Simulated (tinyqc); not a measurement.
Inside a calculation. Model: surface potential of a MOS transistor: implicit equation and explicit approximations.

tinyqc, about 0.01 s, one thread, Intel Xeon 2.30GHz (shared host): `OMP_NUM_THREADS=1 python tinyqc.py 2122008 2122009 out.jsonl` Printed values are rounded.

p-type body, charge-sheet picture, depletion and inversion only, full ionisation (an idealisation for deep acceptors), Boltzmann statistics (rough once Na exp(x - xn) passes about Nc/7). In units of Vt: xg = (Vg - Vfb)/Vt, x = psi/Vt, G = gamma/sqrt(Vt), xn = (2 phiF + Vc)/Vt. The implicit equation is (xg - x)^2 = G^2 [x - 1 + exp(x - xn)] for x above about 3. Cox = eps0 eox/tox.

Inputs (values chosen for the exercise); band and dielectric values close to those of silicon:
- T = 400 K (temperature)
- Eg = 1.11 eV (band gap)
- eps_r = 11.9 (relative permittivity)
- Nc = 4.3e19 cm^-3 (conduction-band density of states at T)
- Nv = 4.16e19 cm^-3 (valence-band density of states at T)
- eox = 7.59 (relative permittivity of the gate insulator (close to silicon nitride))
- tox = 9.7 nm (insulator thickness)
- Na = 8.4e16 cm^-3 (acceptor density)
- Vfb = -1 V (flat-band voltage)
- Vc = 0 V (channel-body voltage)
- Vg = -0.28 V (gate-body voltage)

Constants: q = 1.602176634e-19 C, kB = 1.380649e-23 J/K, Vt = kB T/q, eps0 = 8.8541878128e-14 F/cm where lengths are in cm. Results are converted to the units shown.

## Scales

ni = sqrt(Nc Nv) exp(-Eg/(2 Vt)), Eg in volts; phiF = Vt ln(Na/ni); gamma = sqrt(2 q eps0 eps_r Na)/Cox; VT = Vfb + Vt (xn + G sqrt(xn - 1)).

phiF = 0.3405460 V
gamma = 0.2430742 V^0.5
G = 1.309250
xn = 19.75936
VT = -0.1234451 V
xg = 20.88813

## Explicit approximation

Depletion value a = 1 + [sqrt(G^2/4 + xg - 1) - G/2]^2; inversion value b = xn + ln[(xg - xn)^2/G^2 - xn + 1] and first guess y = min(a, b) - ln(1 + exp(-|a - b|)) if a > xn + 1, else b = y = a; one second-order correction with D = exp(y - xn), p = 2 (xg - y) + G^2 (1 + D), w = (xg - y)^2 - G^2 (y - 1 + D): z = y + 2 w/(p + sqrt(p^2 - 2 (2 - G^2 D) w)), or the Newton step z = y + w/p where the root is not real.

a = 15.84389
b = 15.84389
y = 15.84389
p = 11.83679
w = -0.03416458
z = 15.84100

The root of the implicit equation is x = 15.8410; y misses it by 0.0029 and z by -1.2e-11, in units of Vt.

## Starting value

x = y rounded to two decimals.

x at the start = 15.84

## Iteration 1: new x

D = exp(x - xn), f = (xg - x)^2 - G^2 (x - 1 + D), f' = -2 (xg - x) - G^2 (1 + D), x(new) = x - f/f'.

D = 0.01985379
f = 0.01185211
f' = -11.84443
x after iteration 1 = 15.84100

## Iteration 2: new x

As before.

D = 0.01987366
f = 9.842534e-7
f' = -11.84246
x after iteration 2 = 15.84100

## Course of the iteration

Stop when the step is below 1e-11, or after 60 iterations.

Course of the iteration:
```
iteration  x before the step     step
1                      15.84  1.00e-3
2                   15.84100  8.31e-8
3                   15.84100        0
```

Converged in 3 iterations.

## Potential, charges and gate control

converged x = 15.84100

psi = Vt x; N_dep = Cox Vt G sqrt(x - 1)/q; N_inv = (Cox Vt G/q) [sqrt(x - 1 + exp(x - xn)) - sqrt(x - 1)]; dpsi/dVg = 1/[1 + G^2 (1 + exp(x - xn))/(2 (xg - x))].

psi = 0.5460287 V
N_dep = 7.517879e11 cm^-2
N_inv = 5.0319e8 cm^-2
dpsi/dVg = 0.8523786

psi lies 3.9 Vt below 2 phiF + Vc.
